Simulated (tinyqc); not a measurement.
## Nanowire ballistic transistor, top-of-the-barrier model: transfer curve

At the top of the source barrier, states moving towards the drain are filled by the source (Fermi level 0) and states moving back by the drain (Fermi level -q Vd); nothing scatters. U is the shift of the band edge there, set by the capacitances CG, CD and CS (the total) and by the charge. Parabolic one-dimensional subbands; the source is grounded.

N0 = gv sqrt(2 m kB T/pi)/hbar, CG = 2 pi eps0 eox/ln(1 + 2 tox/d), CS = CG/aG, n0 = n at U = 0 and Vd = 0. eta1 = -(E0 + U)/Vt, eta2 = eta1 - Vd/Vt, n = (N0/2)[F_(-1/2)(eta1) + F_(-1/2)(eta2)], F_(-1/2)(x) = (1/sqrt(pi)) int_0^infinity u^(-1/2)/(1 + exp(u - x)) du. Each F is summed over the two subbands, F(eta) + F(eta - dE/Vt), which share the mass. U = UL + q (n - n0)/CS with UL = -(aG Vg + aD Vd), energies in eV. I = gv (2 q^2/h) Vt [ln(1 + exp eta1) - ln(1 + exp eta2)], summed over both subbands. CQ = (q/Vt) dn/d(eta1).

Inputs (values chosen for the exercise); mass and valleys close to those of indium arsenide:
- T = 300 K (temperature)
- m = 0.0297 m0 (effective mass)
- gv = 1 (valley degeneracy)
- eox = 9 (relative permittivity of the gate insulator)
- tox = 1.5 nm (insulator thickness)
- d = 5 nm (wire diameter)
- dE = 0.16 eV (offset of a second subband (0: none))
- aG = 0.92 (gate control CG/CS)
- aD = 0.009 (drain control CD/CS)
- E0 = 0.28 eV (band edge at the barrier top above the source Fermi level at zero bias)
- Vd = 0.2 V (drain voltage)

Constants: q = 1.602176634e-19 C, kB = 1.380649e-23 J/K, hbar = 1.054571817e-34 J s, h = 6.62607015e-34 J s, m0 = 9.1093837015e-31 kg, Vt = kB T/q, eps0 = 8.8541878128e-14 F/cm where lengths are in cm. Results are converted to the units shown.

Results:
```
Vg (V),eta1,n (cm^-1),I (uA),mean velocity I/(q n) (cm/s),CQ/CS
0,-10.76,8.513,4.254e-5,3.119e7,4.556e-6
0.12,-6.491,608.3,0.003041,3.120e7,3.252e-4
0.25,-1.894,5.471e4,0.2813,3.210e7,0.02655
0.38,2.407,6.636e5,5.029,4.730e7,0.09041
0.5,6.257,1.448e6,13.58,5.853e7,0.1702
0.75,13.69,4.190e6,29.35,4.372e7,0.2051
0.88,17.54,5.641e6,30.94,3.423e7,0.1744
1,21.24,6.699e6,30.99,2.888e7,0.1368
```

Estimate the missing row, Vg = 0.62 V.

Computed row:
```
Vg (V),eta1,n (cm^-1),I (uA),mean velocity I/(q n) (cm/s),CQ/CS
0.62,9.787,2.833e6,22.48,4.954e7,0.2017
```

With this row back in the table: The current rises from 4.25e-5 to 31.0 uA. Between the first two rows the swing is 64.7 mV a decade, against Vt ln 10/aG = 64.7. CQ/CS goes from 4.6e-6 to 0.14, so a volt on the gate moves the band edge by 0.92 eV in the first row and 0.81 eV in the last: the device stays near the quantum-capacitance limit. The mean velocity goes from 3.12e7 through a maximum of 5.85e7 (at Vg = 0.5 V among the rows listed) to 2.89e7 cm/s. For Vg = 0.75 to 1 V the source Fermi level lies over 0.3 eV above the band edge, where a light band is no longer parabolic.

Computed by the program tinyqc: `OMP_NUM_THREADS=1 python tinyqc.py 2400016 2400017 out.jsonl`, one thread of a shared Intel Xeon 2.30GHz, about 0.06 s for the whole run.
